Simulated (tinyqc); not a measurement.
From one set of inputs to another, one input at a time: hot carriers by balance equations with a heated Maxwellian. Computed by tinyqc, a small Python program. Command: `OMP_NUM_THREADS=1 python tinyqc.py 3024618 3024619 out.jsonl hot ladder`. One thread of a shared host (Intel(R) Xeon(R) Processor @ 2.30GHz), about 0.09 s of CPU time with the checks.

The carriers follow a Maxwellian at an electron temperature T_e, slightly displaced; the drift energy is neglected against k_B T_e. The balance averages the rate, not the time, so mu_0 lies below the relaxation-time value.

The inputs printed are set A. Inputs not listed in the table keep their values of set A, so the rows need not describe a real material.

Inputs (values chosen for the exercise, for a model non-polar semiconductor):
```
quantity                                          value       unit
effective mass m                                  0.167        m_0
density rho                                        2550     kg/m^3
sound velocity v_l                                 7560        m/s
acoustic deformation potential D_A                  7.2         eV
phonon energy hbar w                                 24        meV
optical or intervalley deformation potential D_o    8.5  1e8 eV/cm
final valleys Z_f                                     2          -
lattice temperature T                               150          K
electric field F                                   0.32      kV/cm
mixing                                              0.2          -
iteration cap                                       300          -
```

Band: parabolic. Solver: damped fixed point.

Constants: k_B = 8.617333262e-05 eV/K; k_B = 1.380649e-23 J/K; e = 1.602176634e-19 C; hbar = 1.054571817e-34 J s; m_0 = 9.1093837015e-31 kg; hbar = 6.582119569e-16 eV s.

Method:
- Parabolic band: E = hbar^2 k^2/(2 m), speed v = hbar k/m, states per spin, volume and energy g(E) = m k/(2 pi^2 hbar^2). Masses are multiplied by m_0 and all formulas are in SI units.
- Phonon occupation N_q = 1/(exp(hbar w/(k_B T)) - 1).
- Acoustic deformation potential (elastic, equipartition, absorption and emission together): 1/tau = 2 pi k_B T D_A^2 g(E)/(hbar rho v_l^2).
- Optical or intervalley deformation potential: 1/tau = (pi Z_f D_o^2/(rho w)) [N_q g(E + hbar w) + (N_q + 1) g(E - hbar w)], with g = 0 below the band edge.
- Averages over the Maxwellian, <y> = int y x^(1/2) exp(-x) dx / int x^(1/2) exp(-x) dx with x = E/(k_B T_e), split at x_0 = hbar w/(k_B T_e): 64 Gauss-Legendre points in sqrt(x) below it and 128 in sqrt(x - x_0) above it, up to x = 32. Momentum balance: mu(T_e) = e/(m nu), nu = <x (sum of rates)>/<x>. Power lost per carrier: P(T_e) = hbar w <emission rate - absorption rate> + <(2 m v_l^2/(k_B T)) (E - 2 k_B T) acoustic rate>.
- Energy relaxation time at weak heating: tau_E = (3/2) k_B / (dP/dT_e), the derivative by a central difference of +/- 0.5 K at T_e = T.
- Fixed point: T_out = T + (T_e - T) e mu(T_e) F^2/P(T_e), T_new = T_e + mixing (T_out - T_e).
- Start at T_e = 1.5 T; stop when T_e moves by less than 1e-6 K or exceeds 1e6 K.
- v = mu(T_e) F; warm-carrier coefficient (mu/mu_0 - 1)/F^2.

Each row keeps all changes above it:
```
input moved                                                    from     to  electron temperature T_e (K)  energy relaxation time tau_E (ps)  mobility mu(T_e) (cm^2/(V s))
set A                                                             -      -                         151.9                            0.62871                         3835.5
sound velocity v_l (m/s)                                       7560   8830                         152.0                            0.62871                         3941.9
optical or intervalley deformation potential D_o (1e8 eV/cm)    8.5    9.1                         151.5                            0.54864                         3484.7
electric field F (kV/cm)                                       0.32     13                        1058.8                            0.54864                          820.4
density rho (kg/m^3)                                           2550   2329                         923.3                            0.50109                          809.3
effective mass m (m_0)                                        0.167  0.489                         174.0                            0.09976                          187.1
acoustic deformation potential D_A (eV)                         7.2      5                         174.8                            0.09995                          192.5
lattice temperature T (K)                                       150    500                         504.0                            0.10966                           28.1
```

Where does the difference come from?

Electron temperature T_e goes from 152 to 504, a factor 3.32 in all. The largest single move comes from electric field F (a factor 6.99), and effective mass m works against it (a factor 0.188). Energy relaxation time tau_E goes from 0.629 to 0.110, a factor 0.174 in all. The largest single move comes from effective mass m (a factor 0.199). Mobility mu(T_e) goes from 3840 to 28.1, a factor 0.00732 in all. The largest single move comes from lattice temperature T (a factor 0.146). The single moves hold for this order of the switches; the total does not depend on the order.

Caution (rows set A, sound velocity v_l, optical or intervalley deformation potential D_o, effective mass m, acoustic deformation potential D_A): the drift energy m v^2/2 is not small against the heating (3/2) k_B (T_e - T), so T_e - T is rough.

Extremes, crossings and ranges named in words are read from the listed rows.
